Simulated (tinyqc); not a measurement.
# From partition coefficient k0 back to liquid interaction L_L

Model: binary melting diagram from solution models of liquid and solid. Computed by tinyqc, a small Python program. Command: `OMP_NUM_THREADS=1 python tinyqc.py 3000730 3000731 out.jsonl melt inv`. One thread of a shared host (Intel(R) Xeon(R) Processor @ 2.30GHz), about 0.01 s of CPU time with the checks.

x is the fraction of B. In a phase with interaction L: mu_A = G_A + R T ln(1 - x) + L x^2, mu_B = G_B + R T ln x + L (1 - x)^2. Melting: G(liquid) - G(solid) = H (1 - T/T_m) for each pure component.

Inputs (values chosen for the exercise, modelled on Si-Ge):

| quantity | value | unit |
|---|---|---|
| melting point T_A | 1687 | K |
| melting point T_B | 1211 | K |
| heat of melting H_A | 49.7 | kJ/mol |
| heat of melting H_B | 36.9 | kJ/mol |
| solid interaction L_S | 3.7 | kJ/mol |
| dilute content c0 of B | 0.0052 | - |
| growth number V delta/D | 1.8 | - |

Diagram: complete solid solution (lens).

Constants: R = 8.314462618 J/(mol K).

Method. At T_A, k0 = exp[(dG_B(T_A) + L_L - L_S)/(R T_A)]; van 't Hoff: m_L = -R T_A^2 (1 - k0)/H_A per unit fraction. Burton-Prim-Slichter: k_eff = k0/[k0 + (1 - k0) exp(-V delta/D)]. Freezing range of c0: |m_L| c0 |1 - k0|/k0.

Problem. A run gave the result below. Find the liquid interaction L_L, known to lie between 3.8 and 10 kJ/mol.

partition coefficient k0 = 0.4494941

Solution.

Each step takes the trial c = (a f_b - b f_a)/(f_b - f_a), f being the result less the target and a, b, c the logarithms of the listed values; c replaces end b, the old b replaces a if the sign of f changed, and otherwise f_a is halved.

Scan of the range:

| liquid interaction L_L (kJ/mol) | partition coefficient k0 |
|---|---|
| 3.80 | 0.358109 |
| 4.46 | 0.375363 |
| 5.25 | 0.397110 |
| 6.16 | 0.423728 |
| 7.24 | 0.457643 |
| 8.51 | 0.501013 |
| 10.00 | 0.557164 |

False position (Illinois rule, in the logarithm of the input) inside the bracket:

| step | end a | end b | trial | partition coefficient k0 |
|---|---|---|---|---|
| 1 | 6.16000 | 7.24000 | 6.96437 | 0.448738 |
| 2 | 7.24000 | 6.96437 | 6.98738 | 0.449474 |
| 3 | 7.24000 | 6.98738 | 6.98859 | 0.449513 |
| 4 | 6.98738 | 6.98859 | 6.98800 | 0.449494 |
| 5 | 6.98859 | 6.98800 | 6.98800 | 0.449494 |

Partition coefficient k0 rises at every point of a 13-point scan of the range (every second point is shown), so one value fits; it is bracketed by 6.16 and 7.24. Answer: liquid interaction L_L = 6.988 kJ/mol.
